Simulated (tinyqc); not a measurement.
Series resistance and length offset from two lengths at two overdrives.

Question. In strong inversion R W = Rsd + k(x)(L - dL), k(x) = (1 + th1 x)/(mu0 Cox x), x the overdrive, Cox = eps0 eox/tox, with Rsd and dL independent of x. Find dL, Rsd, mu0 and th1.

Values chosen for this exercise: relative permittivity of the gate insulator (close to hafnium oxide) eox = 21.9; insulator thickness tox = 22 nm.

Constants: eps0 = 8.8541878128e-14 F/cm where lengths are in cm. Results are converted to the units shown.

total resistance times width (ohm um):
```
                  L = 0.1 um  L = 1.4 um
overdrive 0.49 V  2150.25515  30637.1282
overdrive 1.16 V  1234.67320  16347.8773
```

Solution. At each overdrive R W is a straight line in L; the two lines cross at L = dL, R W = Rsd. Their slopes give k x = (1 + th1 x)/(mu0 Cox), a straight line in x.

dL = 0.01100 um
Rsd = 200.0 ohm um
mu0 = 130.0 cm^2/(V s)
th1 = 0.4700 1/V

Numbers from tinyqc (`OMP_NUM_THREADS=1 python tinyqc.py 2210016 2210017 out.jsonl`; about 0.01 s on one thread of a shared Intel Xeon 2.30GHz).
